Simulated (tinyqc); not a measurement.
# One-sided p+-n junction, ionisation integral and breakdown: two studies

A p+ layer at x < 0 and an n drift layer from x = 0. Depletion approximation, built-in voltage neglected. Local ionisation coefficients alpha_n = an exp(-(bn/E)^mx), alpha_p = ap exp(-(bp/E)^mx). Electrons move towards +x, holes towards x = 0.

Inputs (values chosen for the exercise); material values close to those of silicon: relative permittivity eps_r = 11.6; prefactor of the electron ionisation coefficient an = 7.1e5 1/cm; field constant for electrons bn = 1.17e6 V/cm; prefactor of the hole ionisation coefficient ap = 1.63e6 1/cm; field constant for holes bp = 1.92e6 V/cm; exponent mx = 1; electron mobility of the drift layer mu = 1430 cm^2/(V s); donor density of the drift layer N = 4.7e16 cm^-3.

Constants: q = 1.602176634e-19 C, eps0 = 8.8541878128e-14 F/cm where lengths are in cm. Results are converted to the units shown.

Each table varies one quantity; the others keep the values above.

## Multiplication against voltage

W = sqrt(2 eps0 eps_r V/(q N)), peak field E0 = q N W/(eps0 eps_r), falling linearly to 0 at W. G(x) = integral from 0 to x of (alpha_n - alpha_p); I_n = integral of alpha_n exp(-G) (electrons injected at x = 0), I_p = integral of alpha_p exp(G(end) - G) (holes injected at the far edge); M = 1/(1 - I). Integrals on a fine grid; BV is where I_n = 1. Here BV = 18.8280 V; the Miller exponent is n = ln(1 - 1/M)/ln(V/BV).

Multiplication against voltage:

| V (V) | E0 (kV/cm) | I_n | I_p | M_n | M_p | Miller n, electrons | Miller n, holes |
|---|---|---|---|---|---|---|---|
| 7.53 | 332 | 0.169 | 0.0332 | 1.20 | 1.03 | 1.94 | 3.72 |
| 9.41 | 371 | 0.284 | 0.0792 | 1.40 | 1.09 | 1.82 | 3.66 |
| 11.3 | 407 | 0.415 | 0.157 | 1.71 | 1.19 | 1.72 | 3.62 |
| 13.2 | 440 | 0.557 | 0.278 | 2.26 | 1.39 | 1.65 | 3.60 |
| 15.1 | 471 | 0.704 | 0.453 | 3.38 | 1.83 | 1.59 | 3.59 |
| 16.2 | 487 | 0.790 | 0.583 | 4.77 | 2.40 | 1.56 | 3.58 |
| 17.3 | 504 | 0.878 | 0.738 | 8.18 | 3.82 | 1.54 | 3.58 |
| 18.1 | 515 | 0.942 | 0.868 | 17.1 | 7.60 | 1.52 | 3.58 |
| 18.5 | 521 | 0.974 | 0.939 | 38.0 | 16.4 | 1.52 | 3.58 |

M_n rises from 1.204 to 38.0 and M_p from 1.034 to 16.4; both diverge at BV. The Miller exponent for electrons falls from 1.94 to 1.52 and that for holes falls from 3.72 to 3.58. The larger multiplication belongs to electrons, whose coefficient at the peak field of the last row is 1.84 times the other.

## Effect of the drift doping

Same model as above.

Specific on-resistance Ron = W/(q mu N) with constant mobility and full ionisation.

Effect of the drift doping:

| N (cm^-3) | BV (V) | E0 at BV (kV/cm) | W at BV (um) | Ron (mohm cm^2) | BV^2/Ron (MW/cm^2) | eps0 eps_r mu E0^3/4 (MW/cm^2) |
|---|---|---|---|---|---|---|
| 3.9e15 | 88.0 | 327 | 5.38 | 0.602 | 12.9 | 12.9 |
| 7.5e15 | 57.1 | 366 | 3.12 | 0.182 | 17.9 | 17.9 |
| 1.4e16 | 38.4 | 410 | 1.88 | 0.0585 | 25.2 | 25.2 |
| 2.8e16 | 25.3 | 470 | 1.08 | 0.0168 | 38.1 | 38.1 |
| 5.3e16 | 17.6 | 540 | 0.653 | 0.00538 | 57.8 | 57.8 |
| 1e17 | 12.6 | 628 | 0.402 | 0.00176 | 90.8 | 90.8 |
| 2e17 | 9.09 | 753 | 0.241 | 5.27e-4 | 157 | 157 |
| 3.8e17 | 6.97 | 909 | 0.153 | 1.76e-4 | 276 | 276 |

What does the comparison show, and why?

BV falls from 88.0 to 6.97 V while the critical field rises from 327 to 909 kV/cm. BV goes as N^(-0.66) between the first two rows and N^(-0.41) between the last two (a coefficient proportional to E^7 gives -0.75 without punch-through). Ron goes as BV^(3.21) over the table; the last two columns agree since BV = E0 W/2 and N = eps0 eps_r E0/(q W). For N = 2.8e16, 5.3e16, 1e17, 2e17, 3.8e17 the layer is under 0.5 um wide or BV under 28 V, so dead space, tunnelling and the built-in voltage, all left out, matter.

Numbers from tinyqc (`OMP_NUM_THREADS=1 python tinyqc.py 2120018 2120019 out.jsonl`; about 0.03 s on one thread of a shared Intel Xeon 2.30GHz).
